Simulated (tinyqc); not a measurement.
Equation-of-state fits to an energy-volume table made by a known binding curve. Changing the points N. Computed by tinyqc, a small Python program. Command: `OMP_NUM_THREADS=1 python tinyqc.py 3028396 3028397 out.jsonl eosfit sweep`. One thread of a shared host (Intel(R) Xeon(R) Processor @ 2.30GHz), about 0.03 s of CPU time with the checks.

With x = (V/V_0)^(1/3), the energy per atom is E = D [m x^-n - n x^-m]/(n - m), so that B0 = D n m/(9 V_0) and B' = (n + m + 6)/3. B' = dB/dP at P = 0.

Inputs (values chosen for the exercise, for a model crystal):

| quantity | value | unit |
|---|---|---|
| cohesive energy D | 2.49 | eV/atom |
| true volume V_0 | 31.9 | angstrom^3/atom |
| repulsive exponent n | 8 | - |
| attractive exponent m | 1 | - |
| half-width of the volume window w | 0.06 | - |
| shift of the window centre s | -0.014 | - |
| compression V/V_0 for the pressure test | 0.8 | - |
| noise amplitude | 0.04 | meV |

Binding curve: Mie. Noise: added.

numbers xi_j, drawn evenly from -1 to 1: 0.1463  -0.4637  -0.7209  -0.9645  0.1682  -0.4432  -0.8248  -0.9922  -0.8643  0.9772  -0.0443  -0.5097  -0.6060  -0.2192  -0.6961  0.8828  -0.9658  0.8109  -0.3266  0.8340  0.2198

Constants: 1 eV/angstrom^3 = 160.2176634 GPa.

Method:
- B0 and B' from the formulas above; P = -dE/dV at V = c V_0 (c the compression chosen), from the curve itself.
- Table: V_j = V_0 [1 + s + w (2 j/(N - 1) - 1)], j = 0..N-1, rounded to 0.001; E_j from the curve plus the noise amplitude times the listed numbers xi_j (xi_0 first), rounded to 1e-7 eV.
- Third-order Birch-Murnaghan is a cubic in u = V^(-2/3): fit it by linear least squares, find the minimum, and take B0 = V E''(V), B' = -1 - V E'''/E'' there.
- Errors are fitted minus exact, relative; the pressure at c V_0 uses P = (3 B0/2) (x^7 - x^5) [1 + (3/4)(B' - 4)(x^2 - 1)], x = (V0/V)^(1/3) with the fitted values.

One run for each value:

| points N | error of B0 (%) | error of B' (%) | root-mean-square residual (meV) |
|---|---|---|---|
| 5 | 1.558 | -6.93 | 0.00408 |
| 6 | 0.070 | 7.68 | 0.01100 |
| 7 | -0.745 | 13.20 | 0.01016 |
| 9 | -0.573 | 8.05 | 0.01260 |
| 11 | 0.963 | -1.06 | 0.02010 |
| 15 | -0.718 | 11.19 | 0.01887 |
| 21 | 0.341 | 2.79 | 0.02306 |

What does the table show, and why?

Over the rows, error of B0 (%) lies between -0.745 and 1.56 without a single trend; error of B' (%) lies between -6.93 and 13.2 without a single trend; root-mean-square residual (meV) lies between 0.00408 and 0.0231 without a single trend. More points on the same window average the noise only as about N^(-1/2), and one draw of noise need not show even that.

Extremes, crossings and ranges named in words are read from the listed rows.
